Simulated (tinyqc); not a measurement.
# Lateral field, substrate current, probability of reaching the oxide barrier and hot-carrier lifetime of a silicon transistor (pseudo-two-dimensional and lucky-electron models), step by step

A worked calculation. Computed by tinyqc, a small Python program that keeps every step. Command: `OMP_NUM_THREADS=1 python tinyqc.py 3019578 3019579 out.jsonl hotcar walk`. One thread of a shared host (Intel(R) Xeon(R) Processor @ 2.30GHz), about 0.01 s of CPU time with the checks. Intermediate numbers are printed to about 6 digits and carried at full precision; extremes and crossings named in words are read from the listed rows.

Local-field models: a lucky carrier gains its energy at the peak field over a path free of collisions. Voltages are magnitudes.

Inputs (values chosen for the exercise, modelled on a silicon n-channel):
```
quantity                             value                      unit
channel length L                       760                        nm
oxide thickness t                       13                        nm
junction depth x_j                     230                        nm
mobility mu                            360                cm^2/(V s)
saturation velocity v_s               0.86                  1e7 cm/s
threshold voltage V_T                 0.66                         V
gate voltage V_G                       2.6                         V
drain voltage V_D                      4.3                         V
ionisation prefactor A_i           2.1e+06                      1/cm
ionisation field B_i                  1.77                     MV/cm
hot-carrier mean free path lambda      8.3                        nm
oxide barrier phi_b                    3.1                        eV
interface-trap threshold phi_it        3.7                        eV
lifetime constant H                     20  s microampere/micrometre
```

Drain: abrupt.

Constants: eps_0 = 8.8541878128e-12 F/m.

## Saturation point and current

C_ox = 3.9 eps_0/t; F_sat = 2 v_s/mu; V_Dsat = V_ov F_sat L/(V_ov + F_sat L), V_ov = V_G - V_T; I_D/W = C_ox v_s (V_ov - V_Dsat).

F_sat = 47.7778 kV/cm

V_Dsat = 1.26444 V

drain current I_D/W = 154.323 microampere/micrometre

## Peak lateral field

Scale length l = 0.22 t^(1/3) x_j^(1/2) (all in cm); F_m = sqrt(((V_D - V_Dsat)/l_e)^2 + F_sat^2), with l_e = l; length of the velocity-saturated region l_e ln((V_D - V_Dsat)/(l_e F_sat) + F_m/F_sat).

scale length l = 115.151 nm

peak field F_m = 267.910 kV/cm

velocity-saturated length = 277.421 nm

energy gained over one free path, e lambda F_m = 0.222365 eV

The field rises from F_sat to F_m as cosh(x/l_e), a factor 5.6, over 37 % of L. Caution: the empirical formula for l was fitted to oxides of about 15 nm or more; for thinner ones it is an extrapolation.

## Hot-carrier currents and lifetime

Substrate current I_sub/I_D = (A_i/B_i)(V_D - V_Dsat) exp(-B_i/F_m); probability of reaching the oxide barrier exp(-phi_b/(e lambda F_m)); lifetime tau = (H/(I_D/W)) exp(phi_it/(e lambda F_m)).

I_sub/I_D = 0.00486667

substrate current I_sub/W = 0.751038 microampere/micrometre

probability of reaching phi_b = 8.82041e-07

lifetime tau = 2.18249e+06 s

exponent m = phi_it/(e lambda B_i) = 2.51855

Since both exponentials depend on 1/F_m, tau I_D scales about as (I_sub/I_D)^(-m) with m = 2.52, which lets I_sub serve as the monitor. The lifetime is 0.00692 times ten years (3.156e8 s).

## Substrate current against gate voltage

The formulas are those given above.

At the given drain voltage:
```
V_G (V)  V_Dsat (V)  I_D/W (microampere/micrometre)  F_m (kV/cm)  I_sub/W (microampere/micrometre)      tau (s)
0.86        0.18956                           2.385      360.144                          0.085352  1.99151e+06
1.10        0.39245                          10.863      342.689                          0.287717  8.21381e+05
1.40        0.61472                          28.618      323.585                          0.526964  6.72035e+05
1.80        0.86761                          62.224      301.882                          0.720175  8.32167e+05
2.30        1.12975                         116.561      279.428                          0.777873  1.45535e+06
2.90        1.38537                         195.229      257.583                          0.699985  3.36164e+06
3.50        1.59360                         284.725      239.838                          0.570131  8.29427e+06
4.10        1.76649                         382.294      225.144                          0.442700  2.07781e+07
4.70        1.91233                         486.041      212.785                          0.335980  5.16197e+07
```

I_sub peaks at V_G = 2.3 V, 0.53 V_D: a higher gate voltage brings more carriers but raises V_Dsat and so lowers F_m. The shortest lifetime among the rows lies at V_G = 1.4 V, below that of the largest I_sub, since tau depends more steeply on the field.

## Extrapolating accelerated tests

V_10 solves tau = 3.156e8 s at the given V_G. The extrapolation fits ln(tau) against 1/V_D at 1, 1.08, 1.16 and 1.25 times the given V_D (rounded to 3 digits) by least squares and reads off the same tau.

Stress points:
```
V_D (V)  1/V_D (1/V)      tau (s)
4.30        0.232558  2.18249e+06
4.64        0.215517  4.27507e+05
4.99        0.200401  1.07722e+05
5.38        0.185874  3.03174e+04
```

ten-year drain voltage V_10 = 3.57488 V

V_10 from the 1/V_D extrapolation = 3.48198 V

The extrapolation is 93 mV below the true value: ln(tau) is nearly linear in 1/(V_D - V_Dsat), not in 1/V_D, so the straight line errs on the safe side when one extrapolates down. At V_10 the available energy e V_D is below phi_it, so the model understates the lifetime there.

Checks made by the program: voltage drop as the integral of F_sat cosh(x/l_e) over the saturated length (relative difference below 1e-10).
